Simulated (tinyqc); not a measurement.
Coupled modes against carrier density: single-oscillator infrared dielectric function of a polar cubic crystal. Computed by tinyqc, a small Python program. Command: `OMP_NUM_THREADS=1 python tinyqc.py 3007946 3007947 out.jsonl infrared walk`. One thread of a shared host (Intel(R) Xeon(R) Processor @ 2.30GHz), about 0.01 s of CPU time with the checks.

One ion pair, charges +Z* and -Z*, in a cell of volume Omega = a^3/4. Frequencies omega are given as wavenumbers (1/cm); eps_s is the static dielectric constant.

Inputs (values chosen for the exercise, for a model crystal):
```
quantity            value      unit
lattice constant a   6.37  angstrom
mass M_A             98.3         u
mass M_B             93.6         u
omega_TO              229      1/cm
Born charge Z*       1.37         e
eps_inf              8.58         -
carrier mass m*     0.072       m_0
```

Structure: rock salt. Free carriers: present.

Constants: nu for 1 eV/(angstrom^2 u) = 15.6333042 THz; 1 THz = 33.35640952 1/cm; e^2/(4 pi eps_0) = 14.39964548 eV angstrom; e = 1.602176634e-19 C; eps_0 = 8.8541878128e-12 F/m; m_0 = 9.1093837015e-31 kg; c = 299792458 m/s.

Method:
- mu = M_A M_B/(M_A + M_B); ionic plasma term W^2 = 4 pi Z*^2 (e^2/(4 pi eps_0))/(Omega mu) in eV/(angstrom^2 u), turned into 1/cm by W = 15.6333042 x 33.35640952 x sqrt(W^2); omega_LO^2 = omega_TO^2 + W^2/eps_inf; eps_s = eps_inf + W^2/omega_TO^2; Szigeti charge 3 Z*/(eps_inf + 2); longitudinal (Callen) charge Z*/eps_inf.
- Without damping eps(omega) = 0 gives omega^4 - (omega_LO^2 + omega_p^2) omega^2 + omega_p^2 omega_TO^2 = 0, with roots L- and L+.
- omega_p^2 = N e^2/(eps_0 eps_inf m*), divided by 2 pi c; the limits are omega_p sqrt(eps_inf/eps_s) for L- at small N and omega_p for L+ at large N.

omega_LO = 236.464 1/cm

eps_s = 9.14843

Frequencies (1/cm):
```
N (1/cm^3)  omega_p      L-      L+  omega_p sqrt(eps_inf/eps_s)
1.00e+16       38.1   36.87   236.7                         36.9
3.00e+16       66.0   63.75   237.1                         63.9
1.00e+17      120.5  115.48   239.0                        116.7
3.00e+17      208.7  189.66   252.0                        202.1
1.00e+18      381.0  224.91   388.0                        369.0
3.00e+18      660.0  227.97   663.0                        639.2
1.00e+19     1205.0  228.72  1206.5                       1166.9
3.00e+19     2087.1  228.91  2087.9                       2021.2
```

What follows from these numbers?

L+ starts at 236.7 (omega_LO = 236.5) and L- ends at 228.9 (omega_TO = 229.0); neither enters the band between omega_TO and omega_LO. omega_p passes omega_LO between N = 3e17 and 1e18 per cm^3, where the modes repel each other. At the lowest N, L- is 0.999 of the plasmon screened by eps_s.

Extremes, crossings and ranges named in words are read from the listed rows.
